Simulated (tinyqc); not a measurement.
# One level coupled to a phonon between two leads, self-consistent Born approximation: effects of single changes

Wide-band leads with mu_L = +V/2 and mu_R = -V/2; phonons in equilibrium, Nq = 1/(exp(w0/kB T) - 1). Scattering links only energies that differ by w0, so a ladder E_k = E1 + k w0 closes on itself; terms that reach past its ends are dropped. Gn and Gp are the electron and hole parts of the spectral function A = Gn + Gp.

Parameters, values chosen for the exercise:

| symbol | value | unit | meaning |
|---|---|---|---|
| T | 150 | K | temperature of leads and phonons |
| w0 | 36 | meV | phonon energy |
| ed | 19 | meV | level |
| GL | 17 | meV | coupling to the left lead |
| GR | 26 | meV | coupling to the right lead |
| M | 6.4 | meV | electron-phonon matrix element |
| V | 33 | mV | bias |

Constants: q = 1.602176634e-19 C, kB = 1.380649e-23 J/K, h = 6.62607015e-34 J s, Vt = kB T/q. Results are converted to the units shown.

Each table varies one quantity; the others keep the values above.

## Current against bias

|G|^2 = 1/[(E - ed)^2 + (GL + GR + Sin + Sout)^2/4], Gn = |G|^2 (GL fL + GR fR + Sin), Gp = |G|^2 (GL (1 - fL) + GR (1 - fR) + Sout), f = 1/(1 + exp((E - mu)/kB T)). Sin(E) = M^2 [(Nq + 1) Gn(E + w0) + Nq Gn(E - w0)], Sout(E) = M^2 [(Nq + 1) Gp(E - w0) + Nq Gp(E + w0)]. Spectral currents into the level: iL = GL [fL Gp - (1 - fL) Gn], iR = GR [fR Gp - (1 - fR) Gn]. Here E - ed is replaced by E - ed - R(E), with the real part R(E) = (1/2 pi) P int [Sin + Sout](y) dy/(E - y). The total for one spin is I = (q/h) times the integral of iL over all E (all ladders, each long enough that its ends do not matter); the power given to phonons is (1/h) times the integral of E (iL + iR).

Current against bias:

| V (mV) | I (uA) | I without phonons (uA) | ratio of the two | power to phonons (nW) | share of I V (%) |
|---|---|---|---|---|---|
| 14 | 0.2769 | 0.2778 | 0.9967 | 0.03101 | 0.8000 |
| 40 | 0.7679 | 0.7716 | 0.9952 | 0.2591 | 0.8436 |
| 65 | 1.178 | 1.186 | 0.9937 | 0.6600 | 0.8619 |
| 90 | 1.502 | 1.512 | 0.9934 | 1.123 | 0.8310 |
| 115 | 1.739 | 1.749 | 0.9944 | 1.534 | 0.7670 |
| 140 | 1.904 | 1.912 | 0.9959 | 1.837 | 0.6893 |
| 166 | 2.021 | 2.027 | 0.9973 | 2.039 | 0.6076 |
| 191 | 2.099 | 2.103 | 0.9982 | 2.150 | 0.5361 |
| 216 | 2.156 | 2.158 | 0.9989 | 2.210 | 0.4745 |

What does the table show?

I rises from 0.277 to 2.16 uA; its ratio to the current without phonons goes from 0.997 through a minimum of 0.993 (at V = 90 mV among the rows listed) to 0.999, and the share of I V given to phonons goes from 0.800 through a maximum of 0.862 (at V = 65 mV among the rows listed) to 0.475 %. Emission at zero temperature needs V above w0 = 36 mV; the rest of I V is released in the leads.

## Effect of the level position

Same model as above.

Effect of the level position:

| ed (meV) | I (uA) | I without phonons (uA) | ratio of the two | power to phonons (nW) | share of I V (%) |
|---|---|---|---|---|---|
| 0 | 0.7515 | 0.7598 | 0.9891 | 0.2195 | 0.8851 |
| 13 | 0.6967 | 0.7020 | 0.9925 | 0.1980 | 0.8610 |
| 27 | 0.5488 | 0.5484 | 1.001 | 0.1397 | 0.7715 |
| 40 | 0.3936 | 0.3901 | 1.009 | 0.08154 | 0.6278 |
| 53 | 0.2659 | 0.2621 | 1.014 | 0.04025 | 0.4587 |
| 67 | 0.1716 | 0.1688 | 1.016 | 0.01700 | 0.3003 |
| 80 | 0.1165 | 0.1147 | 1.016 | 0.007649 | 0.1989 |
| 93 | 0.08205 | 0.08096 | 1.013 | 0.003697 | 0.1365 |
| 106 | 0.06023 | 0.05957 | 1.011 | 0.001969 | 0.09909 |

What does the comparison show?

I falls from 0.751 to 0.0602 uA as the level leaves the window |E| < 16.5 meV; the ratio to the current without phonons goes from 0.989 through a maximum of 1.02 (at ed = 67 meV among the rows listed) to 1.01. The power to phonons falls from 0.219 to 0.00197 nW.

Range of the model: The self-consistent Born approximation keeps only non-crossing phonon lines and no Hartree shift; it is rough once the coupling nears the phonon energy.

Numbers from tinyqc (`OMP_NUM_THREADS=1 python tinyqc.py 2720014 2720015 out.jsonl`; about 0.06 s on one thread of a shared Intel Xeon 2.30GHz).
